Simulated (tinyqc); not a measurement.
Permeation of metal atoms or ions through a thin barrier or dielectric: time lag, field-aided drift and lifetime: one step, computed by the program tinyqc.

The film 0 < x < d is empty at first; C = C0 at x = 0 and C = 0 at x = d. dC/dt = D d2C/dx2.

Task: Scales. D = D0 exp(-E/(k_B T)); time scale d^2/D; Peclet number P = z V/(k_B T), k_B T in eV; 1 nm = 1e-7 cm. Temperatures in kelvin are T(C) + 273.15.

Inputs (values chosen for the exercise, for a model case: neutral metal atoms through a barrier):
```
quantity,value,unit
thickness d,2.1,nm
prefactor D0,0.021,cm^2/s
activation energy E,1.44,eV
charge number z,0,-
voltage V (positive drives ions across),0,V
test temperature T,225,C
```

Constants: k_B = 8.617333262e-05 eV/K.

Give: diffusivity D; time scale d^2/D; Peclet number P.

Result:

diffusivity D = 5.672e-17 cm^2/s

time scale d^2/D = 777.5 s

Peclet number P = 0
